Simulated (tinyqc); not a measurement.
Ellipsoidal valleys in the axes of a wafer and a channel: one step. Tensors of the valley y. Four cases, with inputs chosen for the exercise.

Task: Form w and the reduced tensor u.

Valleys with axes a along x, y and z, two valleys each; inverse mass tensor w = 1/mt + (1/ml - 1/mt) a a. Device axes: z = nz/|nz|, x = nx/|nx|, y = z cross x; in them a = (ax, ay, az). Confinement mass mz = 1/w_zz. In the plane w_ij is replaced by u_ij = w_ij - w_iz w_jz/w_zz (i, j = x, y); density-of-states mass md = 1/sqrt(det u); conductivity mass along x mc = 1/u_xx; ballistic transport mass mx = u_yy/det u, width mass my = 1/u_yy.

Give: w; u.

Case 1.

Values chosen (out of a larger set: near those of the Delta valleys of Si; not measured data): ml = 0.882 m0 (longitudinal mass); mt = 0.184 m0 (transverse mass).

valley axes, rows x, y, z; columns ax, ay, az:
```
[[0.408248, -0.707107, 0.577350],
 [0.408248, 0.707107, 0.577350],
 [-0.816497, 0.000000, 0.577350]]
```

Result:

w (1/m0), rows x, y, z and columns alike:
```
[[4.7179, -1.2416, -1.0138],
 [-1.2416, 3.2843, -1.7559],
 [-1.0138, -1.7559, 4.0011]]
```

u (1/m0), rows x, y and columns alike:
```
[[4.4611, -1.6865],
 [-1.6865, 2.5137]]
```

Case 2.

Values chosen (out of a larger set: near those of the Delta valleys of Si; not measured data): ml = 0.932 m0 (longitudinal mass); mt = 0.187 m0 (transverse mass).

valley axes, rows x, y, z; columns ax, ay, az:
```
[[0.577350, 0.408248, 0.707107],
 [-0.577350, -0.408248, 0.707107],
 [0.577350, -0.816497, 0.000000]]
```

Result:

w (1/m0), rows x, y, z and columns alike:
```
[[3.9227, -1.0075, 1.7451],
 [-1.0075, 4.6352, 1.2340],
 [1.7451, 1.2340, 3.2103]]
```

u (1/m0), rows x, y and columns alike:
```
[[2.9741, -1.6783],
 [-1.6783, 4.1608]]
```

Case 3.

Values chosen (out of a larger set: near those of the Delta valleys of Si; not measured data): ml = 0.883 m0 (longitudinal mass); mt = 0.185 m0 (transverse mass).

valley axes, rows x, y, z; columns ax, ay, az:
```
[[0.408248, -0.707107, 0.577350],
 [0.408248, 0.707107, 0.577350],
 [-0.816497, 0.000000, 0.577350]]
```

Result:

w (1/m0), rows x, y, z and columns alike:
```
[[4.6933, -1.2335, -1.0071],
 [-1.2335, 3.2690, -1.7444],
 [-1.0071, -1.7444, 3.9811]]
```

u (1/m0), rows x, y and columns alike:
```
[[4.4385, -1.6748],
 [-1.6748, 2.5046]]
```

Case 4.

Values chosen (out of a larger set: near those of the Delta valleys of Si; not measured data): ml = 0.938 m0 (longitudinal mass); mt = 0.195 m0 (transverse mass).

valley axes, rows x, y, z; columns ax, ay, az:
```
[[0.707107, 0.408248, 0.577350],
 [-0.707107, 0.408248, 0.577350],
 [0.000000, -0.816497, 0.577350]]
```

Result:

w (1/m0), rows x, y, z and columns alike:
```
[[3.0972, 1.1726, 1.6583],
 [1.1726, 4.4512, -0.9574],
 [1.6583, -0.9574, 3.7742]]
```

u (1/m0), rows x, y and columns alike:
```
[[2.3685, 1.5933],
 [1.5933, 4.2083]]
```

The axis is tilted against the normal, so w_xz or w_yz is not zero and the reduction changes the masses in the plane.

Computed by tinyqc, one run a case: `OMP_NUM_THREADS=1 python tinyqc.py N N+1 out.jsonl` with N = 1851061, 1880386, 1881105, 1881199; one thread of a shared Intel(R) Xeon(R) Processor @ 2.30GHz, about 0.01 s a run at most.
